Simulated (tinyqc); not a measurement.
First phase against the interface composition: thermodynamics of metal silicides: hull, first phase, silicon consumed, nucleation and stability against SiO2. Computed by tinyqc, a small Python program. Command: `OMP_NUM_THREADS=1 python tinyqc.py 3013280 3013281 out.jsonl silphase walk`. One thread of a shared host (Intel(R) Xeon(R) Processor @ 2.30GHz), about 0.01 s of CPU time with the checks.

Entropies of formation of the solids are neglected, so heats stand for free energies. Si fractions: M2Si 0.3333, MSi 0.5000, MSi2 0.6667.

Inputs (values chosen for the exercise, of the order of those of nickel silicides for heats and volumes only): heat of formation of M2Si = -45.9 kJ/mol atoms; heat of formation of MSi = -41.8 kJ/mol atoms; heat of formation of MSi2 = -29.6 kJ/mol atoms.

Phases: M2Si, MSi, MSi2.

Method. Effective heat of formation: at the interface the mixture has the Si fraction x_e; the limiting element scales the heat, H_eff = H x_e/x if x_e < x, H (1 - x_e)/(1 - x) otherwise. The rule names the most negative as the first phase; its restriction to congruently melting phases is left out here.

H_eff (kJ/mol atoms):

| x_e | M2Si | MSi | MSi2 | first phase |
|---|---|---|---|---|
| 0.10 | -13.7700 | -8.360 | -4.440 | M2Si |
| 0.20 | -27.5400 | -16.720 | -8.880 | M2Si |
| 0.30 | -41.3100 | -25.080 | -13.320 | M2Si |
| 0.36 | -44.0640 | -30.096 | -15.984 | M2Si |
| 0.42 | -39.9330 | -35.112 | -18.648 | M2Si |
| 0.48 | -35.8020 | -40.128 | -21.312 | MSi |
| 0.54 | -31.6710 | -38.456 | -23.976 | MSi |
| 0.60 | -27.5400 | -33.440 | -26.640 | MSi |
| 0.66 | -23.4090 | -28.424 | -29.304 | MSi2 |
| 0.75 | -17.2125 | -20.900 | -22.200 | MSi2 |

What does the comparison show, and why?

Each phase is a triangle with its apex at its own composition. In order of x_e the first phase is M2Si, then MSi, then MSi2. On either side of all three the ranking is that of H/x (Si-poor) or H/(1 - x) (Si-rich).
